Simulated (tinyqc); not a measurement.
Inside a calculation: tight-binding t2g bands of a cubic perovskite. Values are carried at full precision from step to step, so a last printed digit may differ when a step is redone from the rounded ones.

Orbitals yz, zx, xy (X, Y, Z below) times spin. E_xy = Dt + 2t (2 - cos x - cos y) + 2 td (1 - cos z) + 4 t2 (1 - cos x cos y) with x = kx a and so on; yz and zx follow by cyclic change, without Dt. Spin-orbit term -(Dso/3) L.sigma + Dso/3 with (L_k)_ij = -i epsilon_kij in X, Y, Z: for Dt = 0 the quartet lies at 0 and the doublet at Dso.

Constants: hbar^2/2m0 = 3.80998211 eV angstrom^2.

Inputs chosen for the exercise (of the size met in SrTiO3 and KTaO3; shifted at random, so the results belong to these values and not to a real crystal): t = 0.467 eV (strong hopping); td = 0.015 eV (weak hopping); t2 = 0.031 eV (diagonal hopping in the plane of the orbital); Dt = -0.096 eV (shift of xy (tetragonal field or confinement)); k = (0.03, 0.01, 0.11) 2 pi/a (wave vector); Dso = 0.022 eV (spin-orbit splitting at Gamma); a = 4.015 angstrom (lattice constant).

## Orbital energies

Evaluate the three bands without spin-orbit coupling.

energies (eV): yz 0.2454, zx 0.2611, xy -0.0683

## The Hamiltonian

Add the spin-orbit term; + and - are the spin along z.

H(k) (eV):
```
          yz+       zx+      xy+      yz-       zx-      xy-
yz+    0.2527   0.0073i        0        0         0  -0.0073
zx+  -0.0073i    0.2684        0        0         0  0.0073i
xy+         0         0  -0.0610   0.0073  -0.0073i        0
yz-         0         0   0.0073   0.2527  -0.0073i        0
zx-         0         0  0.0073i  0.0073i    0.2684        0
xy-   -0.0073  -0.0073i        0        0         0  -0.0610
```

## Levels and orbital weights

Diagonalise; the levels are twofold; weights summed over spin and averaged over the pair.

levels (eV): -0.0613  0.2499  0.2716

weights:
```
    pair 1  pair 2  pair 3
yz   0.001   0.862   0.138
zx   0.000   0.138   0.861
xy   0.999   0.000   0.001
```

The lowest pair is 100 % xy.

## Light and heavy masses without spin-orbit coupling

Along an axis in the plane of the orbital m/m0 = c/((t + 2 t2) a^2), and normal to it c/(td a^2); c = hbar^2/2m0.

masses (m0): light 0.447, heavy 15.757

ratio heavy/light = 35.27

## Levels at Gamma

At k = 0 the j_z = 3/2 pair stays at 0, and the other two pairs are E = (Dso + Dt)/2 -/+ sqrt((Dso + Dt)^2/4 - 2 Dso Dt/3).

levels at Gamma (eV): -0.0897  0.0000  0.0157

## Checks

- Levels at Gamma from the formula against the matrix: they agree to 1e-10 or better.

Computed by tinyqc, a small Python program: `OMP_NUM_THREADS=1 python tinyqc.py 1451815 1451816 out.jsonl` (the numbers bound the seed that draws the inputs); one thread of a shared host (Intel(R) Xeon(R) Processor @ 2.30GHz), about 0.01 s for the whole set of steps.
